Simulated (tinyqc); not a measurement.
Self-consistent Fermi level with native defects, at growth and after a quench: one step, computed by the program tinyqc. Command: `OMP_NUM_THREADS=1 python tinyqc.py 3017269 3017270 out.jsonl scfermi walk`. One thread of a shared host (Intel(R) Xeon(R) Processor @ 2.30GHz), about 0.05 s of CPU time with the checks.

Energies are counted from the top of the valence band (VBM); when the gap shrinks with temperature the conduction band moves and the levels stay. D and A draw on one reservoir with opposite signs, as the two vacancies of a compound do.

Task: After the quench to T. E_g(T) = E_g - slope x max(0, T - 300 K). N_c = 2 M_c (2 pi m_e k_B T/h^2)^(3/2) and N_v = 2 (2 pi m_h k_B T/h^2)^(3/2), masses in units of m_0. n = N_c F_1/2((E_F - E_g)/k_B T), p = N_v F_1/2(-E_F/k_B T). F_1/2(eta) = (2/sqrt(pi)) int_0^infinity sqrt(x)/(1 + exp(x - eta)) dx, by the trapezoid rule in t = sqrt(x) with step 0.02 up to t = 12 (for eta < -12 by exp(eta) - exp(2 eta)/2^(3/2)). After a quench the totals of D and A stay as grown, and each is shared among its charge states with weights exp(-(E_f(q, 0) + q E_F)/k_B T). Net charge = p - n + sum q c_q; the log ratio is ln(positive charge/negative charge). E_F is the root of the log ratio, by 50 bisections between -0.5 eV and E_g + 0.5 eV.

Inputs (values chosen for the exercise, with bands modelled on CdS):
```
quantity                      value  unit
gap E_g at 300 K               2.53    eV
slope -dE_g/dT above 300 K  0.00032  eV/K
electron mass m_e             0.195   m_0
valleys M_c                       1     -
hole mass m_h                 0.829   m_0
growth temperature T_g         1110     K
temperature of use T            400     K
```

Added shallow dopant: none.

total D = 1.504339e+16 cm^-3

total A = 6.893111e+12 cm^-3

E_f(q, E_F = 0) (eV): D(+2) -1.284, D(+1) -0.184, D(0) 1.566, A(0) 2.794, A(-1) 3.718

Constants: m_0 = 9.1093837015e-31 kg; k_B = 1.380649e-23 J/K; h = 6.62607015e-34 J s; k_B = 8.617333262e-05 eV/K.

Give: E_F after the quench; n after the quench; p after the quench; Frozen defects.

Result:

E_F after the quench = 2.006 eV

n after the quench = 2.095e+12 cm^-3

p after the quench = 1.557e-06 cm^-3

Frozen defects:
```
state  c (cm^-3)  share of its total
D(+2)  3.472e+01           2.308e-15
D(+1)  8.988e+12           5.974e-04
D(0)   1.503e+16           9.994e-01
A(0)   1.614e-01           2.341e-14
A(-1)  6.893e+12           1.000e+00
```
